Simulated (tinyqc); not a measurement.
Landau levels of a parabolic two-dimensional band: one step. Fields of the Hall plateaus. Two cases, with inputs chosen for the exercise.

Question. A plateau is centred where nu = n/n_B equals 1, 2, 3, 4, 5, 6; there rho_xy = h/(nu e^2).

In a field B along z: l = 1/sqrt((e/hbar) B) is the magnetic length, n_B = B/(h/e) the number of states per area in one level, hbar wc = 2 muB B/m for mass m in m0; 1/angstrom^2 = 1e16/cm^2.

Constants: h/e = 413566.7697 T angstrom^2; e^2/h = 3.874045865e-05 S.

Give: Plateaus.

Case 1.

Values chosen (out of a larger set: near those of a two-dimensional electron gas in AlAs; not measured data): n = 2.8 x 1e11/cm^2 (electron sheet density).

Answer.

Plateaus:
```
nu   B (T)  1/B (1/T)  rho_xy (kohm)
1   11.580     0.0864        25.8128
2    5.790     0.1727        12.9064
3    3.860     0.2591         8.6043
4    2.895     0.3454         6.4532
5    2.316     0.4318         5.1626
6    1.930     0.5181         4.3021
```

Case 2.

Values chosen (out of a larger set: near those of a two-dimensional electron gas in GaN; not measured data): n = 5 x 1e11/cm^2 (electron sheet density).

Answer.

Plateaus:
```
nu   B (T)  1/B (1/T)  rho_xy (kohm)
1   20.678     0.0484        25.8128
2   10.339     0.0967        12.9064
3    6.893     0.1451         8.6043
4    5.170     0.1934         6.4532
5    4.136     0.2418         5.1626
6    3.446     0.2902         4.3021
```

These counts hold wherever the levels are resolved.

Computed by tinyqc, one run a case: `OMP_NUM_THREADS=1 python tinyqc.py N N+1 out.jsonl` with N = 1280279, 1280811; one thread of a shared Intel(R) Xeon(R) Processor @ 2.30GHz, about 0.02 s a run at most.
